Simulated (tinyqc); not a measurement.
Van der Pauw, Hall and four-point-probe measurements on a doped layer: two steps of the calculation.

A uniform p-type layer with sheet resistance Rs = 1/(q ns mu), point contacts, low field (mu B small).

Inputs (values chosen for the exercise): sheet density of the layer ns = 1.1e12 cm^-2; drift mobility mu = 350 cm^2/(V s); Hall factor rH = 1; magnetic field B = 0.3 T; current I = 500 uA; side ratio a/b of a rectangular sample with corner contacts ar = 2.08.

Constants: q = 1.602176634e-19 C. Results are converted to the units shown.

Problem 1. Resistances and Hall voltage. Rs = 1/(q ns mu). For a rectangle with contacts at the corners, RA = (8 Rs/pi) sum_(k>=0) ln coth((2k + 1) pi a/(2 b)) with current along a short side b and voltage along the opposite one, RB the same with a and b exchanged; Hall voltage VH = rH B I/(q ns), negative for electrons.

Give: Rs; RA; RB; VH.

Solution 1.

Rs = 1.621e4 ohm/square
RA = 119.9 ohm
RB = 1.947e4 ohm
VH = 85.11 mV

RB/RA = 162; for a square both equal Rs ln 2/pi = 3580 ohm.

Problem 2. New z. The van der Pauw equation exp(-pi RA z) + exp(-pi RB z) = 1 is solved for z = 1/Rs: e1 = exp(-pi RA z), e2 = exp(-pi RB z), f = e1 + e2 - 1, f' = -pi (RA e1 + RB e2), z(new) = z - f/f'.

z at the start = 0.022522352 mS
RA = 119.92159 ohm
RB = 19472.668 ohm

Give: e1; e2; f; f'; z after iteration 1.

Solution 2.

e1 = 0.99155
e2 = 0.25213
f = 0.24368
f' = -15.798 kohm
z after iteration 1 = 0.037947 mS

Computed by the program tinyqc: `OMP_NUM_THREADS=1 python tinyqc.py 2850184 2850185 out.jsonl`, one thread of a shared Intel Xeon 2.30GHz, about 0.01 s for the whole run.
